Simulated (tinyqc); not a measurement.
# Small-signal admittance of a forward-biased p+-n diode: what changes with what

Holes injected into a neutral base of width wb with an ohmic contact at its end; low injection, p0 far above the equilibrium density. A small voltage v exp(i w t), w = 2 pi f, modulates the edge density by p0 v/Vt, and the small-signal density obeys Dp d2p/dx2 = (1/tau + i w) p.

Parameters, values chosen for the exercise; permittivity close to that of germanium: temperature T = 300 K; relative permittivity eps_r = 16; donor density of the base Nd = 1.2e15 cm^-3; hole diffusion coefficient Dp = 44 cm^2/s; hole lifetime tau = 2e-6 s; width of the neutral base wb = 94 um; excess hole density at the junction edge p0 = 1.2e12 cm^-3; acceptor density of the p+ side Na = 7e19 cm^-3; series resistance Rs = 0.009 ohm cm^2; signal frequency f = 1.2e5 Hz.

Constants: q = 1.602176634e-19 C, kB = 1.380649e-23 J/K, Vt = kB T/q, eps0 = 8.8541878128e-14 F/cm where lengths are in cm. Results are converted to the units shown.

Each table varies one quantity; the others keep the values above.

## Admittance against frequency

L = sqrt(Dp tau); direct current J = (q Dp p0/L) coth(wb/L); k = sqrt(1 + i w tau)/L; diffusion admittance Y = (q Dp p0/Vt) k coth(k wb) = G + i w C_diff; junction capacitance C_j = sqrt(q eps0 eps_r Nd/(2 Vr)) in the depletion approximation, with the remaining barrier Vr = Vt ln(Na/p0), a rough value under forward bias; base-width modulation is left out. Measured admittance 1/[Rs + 1/(Y + i w C_j)].

The same in every row: C_j (uF/cm^2) = 0.017164.

Result of one run:

| f (Hz) | w tau | G (S/cm^2) | C_diff (uF/cm^2) | measured G (S/cm^2) | measured C (uF/cm^2) | phase of the measured Y (degrees) |
|---|---|---|---|---|---|---|
| 500 | 0.0062832 | 0.045751 | 0.020577 | 0.045732 | 0.037710 | 0.14843 |

What becomes of these results when the signal frequency f is changed from 500 to 2000 Hz, all else the same?

Result of the changed run:

| f (Hz) | w tau | G (S/cm^2) | C_diff (uF/cm^2) | measured G (S/cm^2) | measured C (uF/cm^2) | phase of the measured Y (degrees) |
|---|---|---|---|---|---|---|
| 2000 | 0.025133 | 0.045751 | 0.020577 | 0.045732 | 0.037710 | 0.59368 |

The whole series:

| f (Hz) | w tau | G (S/cm^2) | C_diff (uF/cm^2) | measured G (S/cm^2) | measured C (uF/cm^2) | phase of the measured Y (degrees) |
|---|---|---|---|---|---|---|
| 500 | 0.0062832 | 0.045751 | 0.020577 | 0.045732 | 0.037710 | 0.14843 |
| 2000 | 0.025133 | 0.045751 | 0.020577 | 0.045732 | 0.037710 | 0.59368 |
| 9000 | 0.11310 | 0.045758 | 0.020576 | 0.045739 | 0.037709 | 2.6692 |
| 40000 | 0.50265 | 0.045901 | 0.020552 | 0.045882 | 0.037684 | 11.663 |
| 2e5 | 2.5133 | 0.049331 | 0.019966 | 0.049329 | 0.037097 | 43.381 |
| 7e5 | 8.7965 | 0.075026 | 0.015766 | 0.075164 | 0.032886 | 62.541 |
| 3e6 | 37.699 | 0.15347 | 0.0079253 | 0.15526 | 0.025019 | 71.777 |
| 1e7 | 125.66 | 0.27760 | 0.0043832 | 0.29328 | 0.021437 | 77.716 |
| 5e7 | 628.32 | 0.61877 | 0.0019665 | 0.93413 | 0.018864 | 81.043 |

G starts at J/Vt = 0.0458 S/cm^2 and C_diff at (J tau/(2 Vt))(1 - 2 x/sinh 2x) = 0.0206 uF/cm^2, x = wb/L = 1.00. Between the last two rows G goes as f^(0.50) and C_diff as f^(-0.50); the limits are 1/2 and -1/2, reached when the signal penetrates only sqrt(Dp/w). The measured C is 0.082 % below C_diff + C_j in the first row and 1.4 % below it in the last, the difference being due to Rs.

## Effect of the excess hole density at the junction edge

Same model as above.

The same in every row: w tau = 1.508.

Results:

| p0 (cm^-3) | G (S/cm^2) | C_diff (uF/cm^2) | C_j (uF/cm^2) | measured G (S/cm^2) | measured C (uF/cm^2) | phase of the measured Y (degrees) |
|---|---|---|---|---|---|---|
| 1e8 | 3.923e-6 | 1.696e-6 | 0.01390 | 4.912e-6 | 0.01390 | 89.97 |
| 1e9 | 3.923e-5 | 1.696e-5 | 0.01452 | 4.031e-5 | 0.01454 | 89.79 |
| 1e10 | 3.923e-4 | 1.696e-4 | 0.01524 | 3.935e-4 | 0.01541 | 88.06 |
| 1e11 | 0.003923 | 0.001696 | 0.01608 | 0.003925 | 0.01778 | 73.68 |
| 1e13 | 0.3923 | 0.1696 | 0.01828 | 0.3911 | 0.1865 | 19.78 |
| 1e14 | 3.923 | 1.696 | 0.01978 | 3.803 | 1.600 | 17.60 |

Estimate the missing row, p0 = 1e12 cm^-3.

Computed row:

| p0 (cm^-3) | G (S/cm^2) | C_diff (uF/cm^2) | C_j (uF/cm^2) | measured G (S/cm^2) | measured C (uF/cm^2) | phase of the measured Y (degrees) |
|---|---|---|---|---|---|---|
| 1e12 | 0.03923 | 0.01696 | 0.01708 | 0.03922 | 0.03401 | 33.18 |

With this row back in the table: As p0 goes from 1e8 to 1e14, G rises from 3.92e-6 to 3.92 S/cm^2, C_diff rises from 1.70e-6 to 1.70 uF/cm^2 and the measured C rises from 0.0139 to 1.60 uF/cm^2. C_diff exceeds C_j for p0 = 1e13, 1e14.

Program tinyqc, `OMP_NUM_THREADS=1 python tinyqc.py 2890126 2890127 out.jsonl`; Intel Xeon 2.30GHz, shared host, one thread, about 0.01 s.
